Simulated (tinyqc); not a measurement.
Switching kinetics of a ferroelectric film and the memory window of a ferroelectric gate stack: one step, computed by the program tinyqc. Command: `OMP_NUM_THREADS=1 python tinyqc.py 3008375 3008376 out.jsonl feswitch walk`. One thread of a shared host (Intel(R) Xeon(R) Processor @ 2.30GHz), about 0.01 s of CPU time with the checks.

Fields in MV/cm; 1 microcoulomb/cm^2 over eps_0 is 11.29409 MV/cm. In the stack (metal, ferroelectric, interlayer, channel) the channel is taken as a conductor.

Task: Memory window. Saturated branches: P(E) = P_s tanh[(E -/+ E_c)/(2 delta)], delta = E_c/ln[(1 + P_r/P_s)/(1 - P_r/P_s)]; D = P + eps_0 eps_F E. At threshold the channel charge is negligible, so D = 0 on each branch: (1 - s) P(E) + eps_0 eps_F E = 0, with the screened share s. The rising branch has the root E0 between 0 and E_c; window = 2 E0 t_F; its upper bound is 2 E_c t_F.

Inputs (values chosen for the exercise, for a model hafnia-based film): saturation polarisation P_s = 14 microcoulomb/cm^2; ratio P_r/P_s = 0.72; coercive field E_c = 0.72 MV/cm; permittivity of the ferroelectric eps_F = 23; thickness t_F = 15 nm; share s of P screened by trapped charge = 0.91.

delta = 0.3966308 MV/cm

Give: field E0; memory window; bound 2 E_c t_F; fixed-charge estimate 2 (1 - s) P_r t_F/(eps_0 eps_F).

Result:

field E0 = 0.3000 MV/cm

memory window = 0.9001 V

bound 2 E_c t_F = 2.16 V

fixed-charge estimate 2 (1 - s) P_r t_F/(eps_0 eps_F) = 1.336 V

Charge and coercive field both limit the window.
